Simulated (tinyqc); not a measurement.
# Size effects in the resistivity of thin metal films and interconnect lines, step by step

A worked calculation. Computed by tinyqc, a small Python program that keeps every step. Command: `OMP_NUM_THREADS=1 python tinyqc.py 3023435 3023436 out.jsonl size walk`. One thread of a shared host (Intel(R) Xeon(R) Processor @ 2.30GHz), about 0.01 s of CPU time with the checks. Intermediate numbers are printed to about 7 digits and carried at full precision; extremes and crossings named in words are read from the listed rows.

Electrons lose their drift at surfaces (a share 1 - p of the hits) and at grain boundaries (reflection R), besides bulk scattering. The line sits in a trench with a non-conducting liner on both walls and the bottom; the spacing equals the drawn width.

Inputs (values chosen for the exercise, modelled on aluminium):

| quantity | value | unit |
|---|---|---|
| bulk resistivity rho_b | 2.55 | microohm cm |
| bulk mean free path lambda | 17.8 | nm |
| specularity p | 0.76 | - |
| grain-boundary reflection R | 0.48 | - |
| drawn line width w | 21 | nm |
| grain size over metal width | 2 | - |
| aspect ratio (height over width) | 2.7 | - |
| liner thickness t | 1 | nm |
| line length | 1.8 | micrometre |
| permittivity of the dielectric k | 2.9 | - |
| competitor: rho_b relative to this metal | 3.6 | - |
| competitor: lambda relative to this metal | 0.22 | - |
| competitor: liner relative to t | 0 | - |

Geometry: line.

Constants: eps_0 = 8.8541878128e-12 F/m.

## Metal cross-section

Metal width w_m = w - 2t, height h_m = (aspect ratio) w - t, grain size D = (ratio) w_m.

metal width w_m = 19 nm

metal height h_m = 55.7 nm

grain size D = 38 nm

share of the trench filled by metal = 88.88049 %

## Grain boundaries

Mayadas-Shatzkes: alpha = (lambda/D) R/(1 - R); rho_b/rho = 1 - 3 alpha/2 + 3 alpha^2 - 3 alpha^3 ln(1 + 1/alpha).

alpha = 0.4323887

rho/rho_b from grains = 1.608195

The linear estimate 1 + 3 alpha/2 gives 1.649, 3 % high; at large alpha the slope is 4/3.

## Surfaces

Fuchs-Sondheimer film: rho_b/rho = 1 - (3/(2 kappa))(1 - p) int_0^1 (s - s^3)(1 - exp(-kappa/s))/(1 - p exp(-kappa/s)) ds, f = rho/rho_b, kappa = thickness/lambda, 80 Gauss-Legendre points. Line: the excess of a film of thickness w_m and of a film of thickness h_m are added, rho/rho_b = 1 + (f(w_m) - 1) + (f(h_m) - 1), an estimate that holds best when both sides exceed lambda.

kappa = w_m/lambda = 1.067416

f(w_m) = 1.088038

f(h_m) = 1.029557

rho/rho_b from surfaces = 1.117595

## Resistance and delay

Total: rho = rho_b [1 + surface excess + grain excess]; resistance per length rho/(w_m h_m); capacitance per length C = 2 k eps_0 (aspect ratio + 1/2), a parallel-plate estimate for two neighbours plus a fixed term for the planes above and below; delay 0.38 R C L^2; effective resistivity per drawn area.

resistivity rho = 4.400764 microohm cm

resistance per length = 41.58334 ohm/micrometre

capacitance per length = 0.1643337 fF/micrometre

RC delay = 0.008413460 ps

effective resistivity per drawn area = 4.951328 microohm cm

Of the factor 1.94 over bulk, scattering gives 1.73 and the liner 1.13; within scattering, grain boundaries outweigh surfaces (0.61 against 0.12, grains first).

## A short-path metal as competitor

w_m = w - 2t, h_m = (aspect ratio) w - t, D = (ratio) w_m; rho = rho_b [1 + surface excess + grain excess]. Effective resistivity rho (aspect ratio) w^2/(w_m h_m) for the metal with its liner, for the same metal without liner, and for a competitor with its own rho_b, lambda and liner, and for that competitor with the liner t; p, R, aspect and grain ratios are the same.

Effective resistivity (microohm cm):

| w (nm) | this metal | without liner | competitor | competitor, liner t |
|---|---|---|---|---|
| 200 | 2.76748 | 2.732961 | 9.32614 | 9.43926 |
| 100 | 2.99088 | 2.913145 | 9.47148 | 9.70655 |
| 50 | 3.46028 | 3.268882 | 9.76026 | 10.26710 |
| 30 | 4.14103 | 3.737232 | 10.14230 | 11.07369 |
| 20 | 5.09544 | 4.316411 | 10.61625 | 12.19009 |
| 14 | 6.52566 | 5.054098 | 11.22126 | 13.83339 |
| 10 | 8.88237 | 6.029137 | 12.02221 | 16.47606 |
| 7 | 13.77385 | 7.478825 | 13.21432 | 21.77310 |
| 5 | 24.54728 | 9.394703 | 14.79080 | 32.90677 |

The competitor wins below a width between 10.0 and 7.00 nm. In narrow lines rho scales as rho_b lambda/w, and the product rho_b lambda of the competitor is 0.79 times this metal's. At the narrowest width the liner costs this metal a factor 2.61. With the same liner the competitor wins nowhere in the table; at the narrowest width the thinner liner lowers it from 32.9 to 14.8. Rows with w - 2t below lambda stretch the additive estimate. Metal widths below about 5 nm are outside this semiclassical model.

Checks made by the program: grain-boundary formula against its angular integral 3 int_0^1 c^3/(c + alpha) dc (relative difference below 1e-10).
